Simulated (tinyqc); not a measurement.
Peak gain against injection: optical gain and spontaneous emission in a bulk direct-gap semiconductor.

Parabolic bands, vertical transitions, no excitons. For each hole band j: mr = me mj/(me + mj); joint density of states J_j(E) = (mr/c)^(3/2) sqrt(E - Eg)/(2 pi^2), both spins, c = hbar^2/2m0; averaged matrix element |e.p|^2 = m0 Ep/6; alpha_j(E) = 4 pi^2 alpha_f c Ep J_j/(3 nr E) in 1/angstrom (alpha_f the fine-structure constant, listed as alpha among the constants), times 1e8 for 1/cm.

F_j(eta) = (1/Gamma(j + 1)) integral_0^infinity x^j dx/(1 + exp(x - eta)), which tends to exp(eta) for eta << 0.

Quasi-Fermi levels: n = Nc F_1/2(Fc/kT) and p = Nv F_1/2(Fv/kT), Fc counted up from the conduction edge and Fv down from the valence edge; Nc, Nv from N = 2 (m kB T/(4 pi c))^(3/2) with c = hbar^2/2m0, in 1/angstrom^3; times 1e24 for 1/cm^3, with me and (mhh^(3/2) + mlh^(3/2))^(2/3).

For band j the electron sits at Ee = (E - Eg) mr/me above its edge and the hole at Eh = (E - Eg) mr/mj; fe = 1/(1 + exp((Ee - Fc)/kT)), fh = 1/(1 + exp((Eh - Fv)/kT)); gain g = sum_j alpha_j (fe + fh - 1).

Spontaneous rate: R = integral of (nr E/(hbar c))^2/(pi^2 hbar) sum_j alpha_j fe fh dE, with alpha in 1/cm and (nr E/(hbar c))^2 in 1/cm^2 (1e16 per 1/angstrom^2); B = R/(n p); lifetime n/R.

Constants: hbar^2/2m0 = 3.80998211 eV angstrom^2; fine-structure constant alpha = 0.007297352564; kB = 8.617333262e-05 eV/K; hbar = 6.58211957e-16 eV s; hbar c = 1973.269805 eV angstrom.

Values chosen for the exercise (near those of InGaAs; not measured data):

| symbol | value | unit | meaning |
|---|---|---|---|
| Eg | 0.763 | eV | direct gap |
| me | 0.0411 | m0 | electron mass |
| mhh | 0.447 | m0 | heavy-hole mass |
| mlh | 0.053 | m0 | light-hole mass |
| Ep | 22.9 | eV | Kane energy |
| nr | 3.49 |  | refractive index |
| T | 350 | K |  |

The peak is the largest g over E; a dash marks no gain.

Gain:

| n (1/cm^3) | Fc (eV) | Fv (eV) | peak gain (1/cm) | peak E - Eg (eV) | B (cm^3/s) |
|---|---|---|---|---|---|
| 4.5e+17 | 0.0339 | -0.0925 | - | - | 1.11e-10 |
| 7.1e+17 | 0.0576 | -0.0785 | - | - | 1.05e-10 |
| 1.0e+18 | 0.0788 | -0.0679 | 26 | 0.0038 | 1.00e-10 |
| 1.3e+18 | 0.0976 | -0.0596 | 157 | 0.0140 | 9.53e-11 |
| 1.6e+18 | 0.1145 | -0.0530 | 306 | 0.0238 | 9.12e-11 |
| 2.1e+18 | 0.1399 | -0.0443 | 549 | 0.0388 | 8.54e-11 |
| 2.7e+18 | 0.1674 | -0.0361 | 816 | 0.0548 | 7.99e-11 |
| 3.6e+18 | 0.2047 | -0.0264 | 1166 | 0.0746 | 7.34e-11 |

transparency density (Fc + Fv = 0) = 8.93e+17 1/cm^3

Gain starts at 8.93e+17 1/cm^3, where Fc = -Fv = 0.0714 eV: with Nv/Nc = 37 the electrons must be degenerate before the holes are. The slope of peak gain against n is 4.37e-16 cm^2 between the first two rows with gain and 3.89e-16 between the last two; the peak moves from 0.0038 to 0.0746 eV above the gap as the bands fill, and B falls by a factor 1.51. Line broadening and gap shrinkage are left out.

(tinyqc, `OMP_NUM_THREADS=1 python tinyqc.py 1651239 1651240 out.jsonl`, Intel(R) Xeon(R) Processor @ 2.30GHz, 1 thread, shared host, about 0.08 s.)
